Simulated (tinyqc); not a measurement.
From ballistic to localised: localisation in a chain with random site energies (transfer matrices).

Hopping -t; leads with site energy 0, E = -2t cos(ka). psi_(j+1) = ((e_j - E)/t) psi_j - psi_(j-1), a product of matrices M_j = [[(e_j - E)/t, -1], [1, 0]]. For M = M_N ... M_1 the transmission is T = 4 sin^2(ka)/|M21 - M12 + M22 exp(ika) - M11 exp(-ika)|^2. Long samples draw e_j = W (x_j/2147483647 - 1/2) from x_j = 16807 x_(j-1) mod 2147483647, starting at x0. The localisation length xi, in sites, is defined by ln T = -2N/xi on average; weak disorder gives xi = 24 (4t^2 - E^2)/W^2, and the mean free path for backscattering is xi/2.

Parameters, chosen for this exercise: t = 1.72 eV (hopping); E = -0.73 eV (energy); W = 4.51 eV (full width of the disorder); x0 = 8085 (start of the number sequence).

200 samples of each length, cut one after another from the start of the sequence. Typical T = exp(mean ln T). Ohmic: 1/(1 + 2N/xi); localised: exp(-2N/xi), both with the weak-disorder xi.

Transmission:
```
N    mean T  typical T  spread of ln T   ohmic  localised
2     0.770      0.747           0.260   0.769      0.741
5     0.549      0.463           0.657   0.571      0.472
10    0.355      0.218           1.170   0.400      0.223
20    0.166     0.0542           1.805   0.250     0.0498
40   0.0529    0.00302           2.897   0.143    0.00248
80  0.00381   6.90e-06           4.292  0.0769   6.15e-06
```

With xi = 13.3 sites, mean and typical T are 0.549 and 0.463 at N = 5, and 0.00381 and 6.90e-06 at N = 80, where ln T scatters by 4.3. The slope of ln(typical T) between 40 and 80 sites gives xi = 13.2, uncertain by about 6 % from the scatter of 200 samples. At N = 80 the ohmic law gives 1.11e+04 times the typical value: a single channel has no ohmic range beyond a mean free path, and the mean is carried by rare resonant samples.

Program tinyqc; command `OMP_NUM_THREADS=1 python tinyqc.py 1451373 1451374 out.jsonl`; about 0.05 s on one thread of a shared Intel(R) Xeon(R) Processor @ 2.30GHz.
